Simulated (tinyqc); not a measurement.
# Resistance of a source-drain extension with a graded tip, step by step

Numbers from tinyqc (`OMP_NUM_THREADS=1 python tinyqc.py 2282012 2282013 out.jsonl`; about 0.03 s on one thread of a shared Intel Xeon 2.30GHz). Printed values are rounded.

y runs along the channel, the gate covers y > 0. The doping is N0 for y < y0 and N0 10^(-(y - y0)/la) beyond, uniform over the depth xj. Sheet conductance s(y) = q mu(N) max(N - Nch, 0) xj + (for y > 0) ma Cox Vo, with mu(N) = u0 + (u1 - u0)/(1 + (N/Nr)^au) and Cox = eps0 eox/tox. Current is taken as one-dimensional; depletion of the tip, spreading and the contact are left out. The metallurgical junction lies at yj, where N = Nch.

Parameters, values chosen for the exercise; mobility law close to that of electrons in silicon:

| symbol | value | unit | meaning |
|---|---|---|---|
| eox | 9.09 |  | relative permittivity of the gate insulator (close to aluminium oxide) |
| tox | 2.8 | nm | insulator thickness |
| N0 | 6.7e19 | cm^-3 | active doping of the extension far from the gate |
| la | 5.4 | nm/decade | lateral abruptness |
| y0 | -0.5 | nm | position under the gate where the fall begins (gate edge at 0) |
| xj | 21 | nm | depth of the extension |
| Nch | 4e17 | cm^-3 | channel doping |
| Vo | 0.68 | V | gate overdrive |
| ma | 190 | cm^2/(V s) | mobility of the gate-induced layer |
| u1 | 1414 | cm^2/(V s) | mobility at low doping |
| u0 | 68.5 | cm^2/(V s) | mobility at high doping |
| Nr | 9.2e16 | cm^-3 | reference doping |
| au | 0.711 |  | exponent |
| Lg | 40 | nm | gate length |

Constants: q = 1.602176634e-19 C, eps0 = 8.8541878128e-14 F/cm where lengths are in cm. Results are converted to the units shown.

## Sheet resistances and junction position

yj = y0 + la log10(N0/Nch); sheet resistance of the full extension 1/[q mu(N0)(N0 - Nch) xj] and of the gate-induced layer 1/(ma Cox Vo); metallurgical length Lg - 2 yj; ye is where the doped and the gate-induced conductances are equal.

yj = 11.5097 nm
sheet resistance of the extension = 552.331 ohm/square
sheet resistance of the induced layer = 2692.67 ohm/square
metallurgical length = 16.9806 nm
ye = 3.95700 nm
N at ye = 1.00162e19 cm^-3

The gate takes over 7.55 nm before the junction, where N is still 25.0 times the channel doping.

## Resistance of the overlapped part

Midpoint rule on 11 equal steps from 0 to yj: R_ov = sum h/s(y), per width.

```
point    y (nm)   N (cm^-3)  doped conductance (uS)  sheet resistance (ohm/square)
0      0.523167  4.33111e19                 1230.30                        624.344
1       1.56950  2.77226e19                 839.749                        825.677
2       2.61584  1.77447e19                 581.703                        1049.23
3       3.66217  1.13580e19                 409.068                        1281.32
4       4.70851  7.27004e18                 291.524                        1508.52
5       5.75484  4.65341e18                 209.490                        1721.56
6       6.80117  2.97855e18                 150.262                        1917.03
7       7.84751  1.90651e18                 105.544                        2096.78
8       8.89384  1.22032e18                 69.8901                        2266.19
9       9.94018  7.81103e17                 39.7257                        2432.47
10      10.9865  4.99969e17                 12.7511                        2603.29
```

R_ov = 19.176 ohm um

The exact integral is 19.176 ohm um; the coarse sum is within 0.01 % of it.
